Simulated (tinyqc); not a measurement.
Nanowire ballistic transistor, top-of-the-barrier model: two steps of the calculation.

At the top of the source barrier, states moving towards the drain are filled by the source (Fermi level 0) and states moving back by the drain (Fermi level -q Vd); nothing scatters. U is the shift of the band edge there, set by the capacitances CG, CD and CS (the total) and by the charge. Parabolic one-dimensional subband; the source is grounded.

Inputs (values chosen for the exercise); mass and valleys close to those of gallium arsenide:
```
symbol   value  unit                                                                 meaning
T          250     K                                                             temperature
m       0.0663    m0                                                          effective mass
gv           1                                                             valley degeneracy
eox        7.5                                   relative permittivity of the gate insulator
tox        1.5    nm                                                     insulator thickness
d            2    nm                                                           wire diameter
aG        0.82                                                            gate control CG/CS
aD        0.11                                                           drain control CD/CS
E0        0.35    eV  band edge at the barrier top above the source Fermi level at zero bias
Vg         0.7     V                                                            gate voltage
Vd         0.1     V                                                           drain voltage
```

Constants: q = 1.602176634e-19 C, kB = 1.380649e-23 J/K, hbar = 1.054571817e-34 J s, m0 = 9.1093837015e-31 kg, Vt = kB T/q, eps0 = 8.8541878128e-14 F/cm where lengths are in cm. Results are converted to the units shown.

Problem 1. Density of states, capacitances and charge at zero bias. N0 = gv sqrt(2 m kB T/pi)/hbar, CG = 2 pi eps0 eox/ln(1 + 2 tox/d), CS = CG/aG, n0 = n at U = 0 and Vd = 0. eta1 = -(E0 + U)/Vt, eta2 = eta1 - Vd/Vt, n = (N0/2)[F_(-1/2)(eta1) + F_(-1/2)(eta2)], F_(-1/2)(x) = (1/sqrt(pi)) int_0^infinity u^(-1/2)/(1 + exp(u - x)) du. UL = -(aG Vg + aD Vd).

Wanted: N0; CG; CS; n0; UL.

Solution 1.

N0 = 1.0924e6 cm^-1
CG = 4.5536 pF/cm
CS = 5.5532 pF/cm
n0 = 0.096092 cm^-1
UL = -0.58500 eV

Problem 2. Self-consistent potential at the barrier top. U(out) = UL + q (n - n0)/CS. U(new) = U + 0.2 (U(out) - U).

U at the start (U = UL) = -0.585 eV
N0 = 1.0923877e6 cm^-1
CS = 5.5531923 pF/cm
n0 = 0.096092020 cm^-1
UL = -0.585 eV

Wanted: eta1; eta2; n; U(out); U after iteration 1.

Solution 2.

eta1 = 10.91
eta2 = 6.266
n = 3.552e6 cm^-1
U(out) = -0.4825 eV
U after iteration 1 = -0.5645 eV

Program tinyqc, `OMP_NUM_THREADS=1 python tinyqc.py 2400036 2400037 out.jsonl`; Intel Xeon 2.30GHz, shared host, one thread, about 0.04 s.
